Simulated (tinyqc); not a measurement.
Four-point probe, van der Pauw, Hall and spreading-resistance readings of a semiconductor layer: one step, computed by the program tinyqc.

The layer is uniform and ohmic; contacts are points unless a radius is given.

Problem. Four-point voltage. Collinear probes with equal spacing on a layer with insulating backing: images at depth 2 m t give V = (rho I/(2 pi s)) G, G = 1 + 4 sum_(m>=1) [1/sqrt(1 + (2 m u)^2) - 1/sqrt(4 + (2 m u)^2)], u = t/s; the sum runs to m = 20000, with the tail 3/(32 u^3 M^2) added to the sum for M = 20000. Limits: thick, rho = 2 pi s V/I; thin on an insulator, rho = (pi/ln 2) t V/I.

Inputs (values chosen for the exercise, modelled on n-type silicon): layer thickness t = 440 micrometre; probe spacing s = 1.588 mm; current I = 4 mA.

Backing of the layer: insulating.

resistivity rho = 1.303573 ohm cm

Give: t/s; G; voltage V; rho by the thick formula; rho by the thin formula.

Solution.

t/s = 0.2771

G = 5.003

voltage V = 26.15 mV

rho by the thick formula = 6.522 ohm cm

rho by the thin formula = 1.304 ohm cm

The thick formula is off by +400.3 % and the thin one by 0.0 %.
